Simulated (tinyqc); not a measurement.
Electrons shared among three sets of ellipsoidal valleys, step by step. Values are carried at full precision from step to step, so a last printed digit may differ when a step is redone from the rounded ones.

Constants: hbar^2/2m0 = 3.80998211 eV angstrom^2; kB = 8.617333262e-05 eV/K.

Values chosen for the exercise (masses and offsets near those of Ge; mobilities are free inputs, held fixed; shifted at random, so the results belong to these values and not to a real crystal):
```
symbol  value                   unit        meaning
ml      (1.587, 0.04, 0.938)    m0          longitudinal masses of L, Gamma, Delta
mt      (0.0798, 0.04, 0.2063)  m0          transverse masses
M       (4, 1, 6)                           valleys in each set
T       300                     K
dE      (0, 0.162, 0.168)       eV          edges of L, Gamma, Delta above the first
n       6.3e+17                 1/cm^3      total electron density
mu      (4100, 22000, 1100)     cm^2/(V s)  mobility of each set
```

## Masses of each set

One valley: m_d = (ml mt^2)^(1/3). Whole set: m_de = M^(2/3) m_d. Mean over three axes: 1/m_c = (1/ml + 2/mt)/3. Anisotropy K = ml/mt.

m_d, m_de, m_c (m0) and K of each set:
```
set,m_d,m_de,m_c,K
L,0.2162,0.5448,0.1168,19.89
Gamma,0.0400,0.0400,0.0400,1.00
Delta,0.3418,1.1285,0.2788,4.55
```

m_de/m_c is 4.67 for L, 1.00 for Gamma, 4.05 for Delta: many anisotropic valleys give many states at a light conductivity mass. m_c is the mean over three axes; a set that holds only some of the equivalent valleys conducts with a mass that depends on direction.

## Effective densities of states

N_i = M_i times N = 2 (m kB T/(4 pi c))^(3/2) with c = hbar^2/2m0, in 1/angstrom^3; times 1e24 for 1/cm^3, with m = (ml mt^2)^(1/3).

kT = 0.025852 eV

N_i (1/cm^3): L 1.0091e+19, Gamma 2.0075e+17, Delta 3.0083e+19

## Fermi level and populations

F_j(eta) = (1/Gamma(j + 1)) integral_0^infinity x^j dx/(1 + exp(x - eta)), which tends to exp(eta) for eta << 0.

Solve n = sum_i N_i F_1/2((EF - dE_i)/kT), energies from the edge of the first set.

EF = -0.0713 eV

eta_i: L -2.76, Gamma -9.02, Delta -9.25

n_i (1/cm^3): L 6.27e+17, Gamma 2.42e+13, Delta 2.88e+15

shares: L 0.9954, Gamma 0.0000, Delta 0.0046

L holds most electrons (99.5 %). Boltzmann weights N_i exp(-dE_i/kT) would give Gamma a share of 0.0000.

## Drift and Hall mobility of the mixture

With f_i the shares, mu_drift = sum f_i mu_i; low-field Hall mobility mu_H = sum f_i mu_i^2/mu_drift (scattering and anisotropy factors set to 1); the Hall density is n mu_drift/mu_H; rho = 1/(e n mu_drift), e = 1.602176634e-19 C.

mu_drift = 4087 cm^2/(V s)
mu_H = 4100 cm^2/(V s)
Hall density = 6.28e+17 1/cm^3
rho = 0.00242 ohm cm

A Hall measurement would read 99.7 % of the true density. The mobilities are of the size met in pure crystals; at this density impurities would cut them and raise rho, by a factor of two to ten or more depending on crystal and density.

## Checks

- Share of Gamma at n = 1e10 1/cm^3 against the Boltzmann weight: both 3.761e-05.

Program tinyqc; command `OMP_NUM_THREADS=1 python tinyqc.py 1651988 1651989 out.jsonl`; about 0.01 s on one thread of a shared Intel(R) Xeon(R) Processor @ 2.30GHz.
